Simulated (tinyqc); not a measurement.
What moves the results: dielectric confinement in a thin film (image charges). A value that a table varies takes the place of the one given here.

A film |z| < t/2 of dielectric constant eps between half-spaces of dielectric constant e2; lam = (eps - e2)/(eps + e2), q = e^2/(4 pi eps0). The self-energy of a band edge is taken with the high-frequency value, e2 = eh, and the field of a fixed ion with the static one, e2 = eo. A charge at z has images lam^|n| at n t + (-1)^n z. Its self-energy is S(z) = (q/2 eps) sum over n >= 1 of lam^n [1/(n t - 2z) + 1/(n t + 2z)] for odd n and 2 lam^n/(n t) for even n; at the centre S(0) = -(q/(eps t)) ln(1 - lam).

Donor at the centre, lam from the static eo, trial function cos(pi z/t) exp(-rho/l): E(l) = c/(m l^2) - (q/eps) times the integral over k of F(k t) (1 + (k l/2)^2)^(-3/2), with F(x) = F0 + 2 lam exp(-x) G/(1 - lam exp(-x)), F0 = 2[(1 - exp(-x/2))/x + x (1 + exp(-x/2))/(x^2 + 4 pi^2)], G = 2 sinh(x/2)[1/x - x/(x^2 + 4 pi^2)]; c = hbar^2/2m0. The binding energy is -E at the minimum, counted from the subband edge with its self-energy.

Constants: e^2/(4 pi eps0) = 14.39964547 eV angstrom; hbar^2/2m0 = 3.80998211 eV angstrom^2; Ry = 13.60569312 eV.

Values chosen for the exercise (near those of a Si (100) film, two-fold valleys, in vacuum; not measured data): eps = 11.7 (dielectric constant of the film); eh = 1 (high-frequency dielectric constant outside); eo = 1 (static dielectric constant outside); m = 0.198 m0 (mass in the plane); mz = 0.909 m0 (mass across the film); ts = (10, 15, 22, 32, 48, 70, 100) angstrom (thicknesses); t = 72 angstrom (film thickness).

## Thinning the film

<S> is the mean over (2/t) cos^2(pi z/t); confinement c (pi/t)^2/mz; donor binding with and without images.

Results:
```
t (angstrom)  <S> (meV)  confinement (meV)  binding, no images (meV)  binding (meV)  l (angstrom)
10                250.6              413.7                      61.0          410.1          13.0
15                167.1              183.9                      56.0          305.3          15.4
22                113.9               85.5                      50.7          229.9          18.1
32                 78.3               40.4                      45.1          173.6          21.2
48                 52.2               18.0                      39.0          127.7          25.1
70                 35.8                8.4                      33.4           95.7          29.4
100                25.1                4.1                      28.3           72.7          34.1
```

What does this show, and why?

Between 100 and 10 angstrom the binding goes from 72.7 to 410.1 meV; quantum confinement alone would take it from 28.3 to 61.0, so the images supply +44.4 and +349.0 meV. |<S>| goes as 1/t and exceeds the confinement energy beyond 17 angstrom. For t well above a* = 31 angstrom the separable trial function underbinds, which affects the last rows. Hard-wall energies above 300 meV (up to t = 10 angstrom) overstate the confinement: walls are finite and valleys non-parabolic.

## Choice of the surrounding dielectric

The same film between different dielectrics; in this table one value e2 serves for both eo and eh.

Results:
```
case         lam  <S> (meV)  binding (meV)  l (angstrom)
e2 = 1     0.843       34.8           93.7          29.7
e2 = 2.5   0.648       20.3           66.8          30.3
e2 = 3.9   0.500       13.7           55.3          30.8
e2 = 7.5   0.219        5.0           40.8          31.6
e2 = 16   -0.155       -3.0           28.4          32.8
e2 = 25   -0.362       -6.6           23.3          33.5
e2 = 80   -0.745      -12.3           15.9          34.8
```

How do the results move?

The binding spans a factor 5.9, from 94 meV in vacuum to 15.9 meV for e2 = 80; going from 3.9 to 25 changes it by -31.9 meV and the band edge by -20.4 meV, so the binding responds 1.57 times as much as the edge (for an orbit much smaller than t the binding would change by twice the change of S(0), -34.3 meV; here l/t = 0.43 for e2 = 3.9).

## What each parameter does

<S> is the mean over (2/t) cos^2(pi z/t). Each row changes one parameter from the base and keeps the others.

Results:
```
case             lam from eh  <S> (meV)  binding (meV)  l (angstrom)
base                   0.843       34.8           93.7          29.7
t = 66 angstrom        0.843       38.0          100.1          28.7
eps = 10.5             0.826       36.8          103.3          27.9
eo = 1.4               0.843       34.8           83.4          29.9
eh = 1.3               0.800       30.6           93.7          29.7
m = 0.238 m0           0.843       34.8           97.7          26.7
```

How do the results move?

The largest shifts from the base row, up to three for each result and ties (the steps differ in size, so this ranks the rows, not the parameters). lam from eh: eh -0.043, eps -0.016; unchanged at the printed digits by t, eo and m. <S> (meV): eh -4.3, t +3.2, eps +2.0; unchanged at the printed digits by eo and m. binding (meV): eo -10.3, eps +9.6, t +6.5; unchanged at the printed digits by eh. l (angstrom): m -3.0, eps -1.8, t -1.1; unchanged at the printed digits by eh.

tinyqc: `OMP_NUM_THREADS=1 python tinyqc.py 1252186 1252187 out.jsonl`; about 0.09 s, one thread, shared Intel(R) Xeon(R) Processor @ 2.30GHz.
